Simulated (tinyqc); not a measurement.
# Changing the source-to-wafer distance h

Model: vacuum evaporation: vapour pressure, source flux, thickness distribution, purity and step coverage. Computed by tinyqc, a small Python program. Command: `OMP_NUM_THREADS=1 python tinyqc.py 3110562 3110563 out.jsonl evap sweep`. One thread of a shared host (Intel(R) Xeon(R) Processor @ 2.30GHz), about 0.01 s of CPU time with the checks.

Molecular flow, unit sticking of the metal, no re-evaporation. The background gas is taken as water vapour (18.015 g/mol, collision diameter 0.37 nm) at 300 K.

Inputs (values chosen for the exercise, modelled on indium, with constants for the liquid): molar mass M = 114.8 g/mol; film density rho = 7.31 g/cm^3; vapour-pressure constant A = 10.41; vapour-pressure constant B = 12300 K; source temperature T = 1070 K; source area = 2.9 cm^2; directionality n = 2; wafer radius R = 15 cm; background pressure p = 1e-07 Pa; sticking of background gas = 0.07.

Constants: u = 1.6605390666e-27 kg; k_B = 1.380649e-23 J/K; R = 8.314462618 J/(mol K).

Method:
- log10(p_v/Pa) = A - B/T; flux from the surface Phi = p_v/sqrt(2 pi m k_B T), m = M u.
- Mass loss = Phi x area x m; heat of evaporation = ln(10) R B; d ln Phi/dT = ln(10) B/T^2 - 1/(2 T).
- A small source emits (n + 1) Phi area cos^n(phi)/(2 pi) per solid angle; on a parallel plane at height h and lateral distance l the arrival rate is (n + 1) Phi area/(2 pi h^2) x (1 + (l/h)^2)^(-(n + 3)/2). Growth rate = arrival rate x m/rho, m = M u. The wafer is fixed and centred above the source.
- Mean free path lambda = k_B T_g/(sqrt2 pi d^2 p); unscattered share exp(-h/lambda); gas arrival p/sqrt(2 pi m_g k_B T_g); impurity ratio = sticking x gas arrival/metal arrival; monolayer time = 1e15 cm^-2/(sticking x gas arrival).

One run for each value; columns: (1) source-to-wafer distance h (cm); (2) non-uniformity (max - min)/(max + min) (%); (3) growth rate at the centre (nm/s); (4) share of the material that lands on the wafer, 1 - (1 + (R/h)^2)^(-(n + 1)/2) (%); (5) impurity ratio:
```
(1)     (2)       (3)     (4)        (5)
18   57.783  0.068837  54.662  0.0000950
24   39.033  0.038721  39.020  0.0001690
31   25.706  0.023208  27.061  0.0002819
41   15.574  0.013268  17.174  0.0004931
53    9.602  0.007940  10.915  0.0008240
70    5.606  0.004552   6.513  0.0014374
92    3.278  0.002635   3.859  0.0024828
120   1.938  0.001549   2.299  0.0042241
```

Describe and explain the trends.

Over the rows, non-uniformity (max - min)/(max + min) (%) falls from 57.8 to 1.94 (exponent d ln y / d ln x -1.4 between the first rows and -2.0 between the last); growth rate at the centre (nm/s) falls from 0.0688 to 0.00155 (exponent d ln y / d ln x about -2.0 throughout); share of the material that lands on the wafer, 1 - (1 + (R/h)^2)^(-(n + 1)/2) (%) falls from 54.7 to 2.30 (exponent d ln y / d ln x -1.2 between the first rows and -1.9 between the last). At the high end the exponent of non-uniformity (max - min)/(max + min) is -1.98, close to -2: the fall-off goes as (R/h)^2. The exponent of growth rate at the centre stays at -2: a point source. The exponent of impurity ratio stays at 2: the metal flux falls as 1/h^2. A longer throw buys uniformity with rate, material use and purity.
